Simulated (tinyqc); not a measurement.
Length of a molecular wire: coherent transport through a tight-binding bridge. Computed by the program tinyqc. 

A uniform bridge between two chains:
```
parameter                        value
site energy (eV)              1.200000
hopping in the bridge (eV)    0.690000
lead hopping (eV)             1.500000
couplings (eV)              0.46, 0.59
E (eV)                       -0.480000
```

T = Gamma_L Gamma_R |G_1n|^2 with the self-energies of semi-infinite chains.

Transmission against length:
```
sites           T      ln T
2      1.1514e-02   -4.4642
3      3.0710e-03   -5.7857
4      8.3449e-04   -7.0887
5      2.2791e-04   -8.3866
6      6.2331e-05   -9.6831
7      1.7053e-05  -10.9792
8      4.6662e-06  -12.2752
9      1.2768e-06  -13.5712
10     3.4937e-07  -14.8671
```

E lies outside the band of the bridge (|E - e|/2h = 1.217 > 1), so T decays as exp(-beta n) with beta = 2 arccosh(1.217) = 1.2960 a site; the last two rows give 1.2960.
